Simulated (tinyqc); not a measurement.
Body thickness for a wanted scale length.

Question. A double-gate structure has tan(pi ti/Lambda) tan(pi ts/(2 Lambda)) = ei/eps_r, both angles below pi/2. Find ts.

Values chosen for this exercise; permittivities: semiconductor close to that of germanium, insulator close to that of aluminium oxide: relative permittivity of the semiconductor eps_r = 16.1; relative permittivity of the insulator ei = 8.9; insulator thickness ti = 1.5 nm.

Lambda = 17.251742 nm

Solution. The condition is explicit in ts: an arctangent, taken between 0 and pi/2.

ts = 12.10 nm

tinyqc, about 0.01 s, one thread, Intel Xeon 2.30GHz (shared host): `OMP_NUM_THREADS=1 python tinyqc.py 2420155 2420156 out.jsonl`
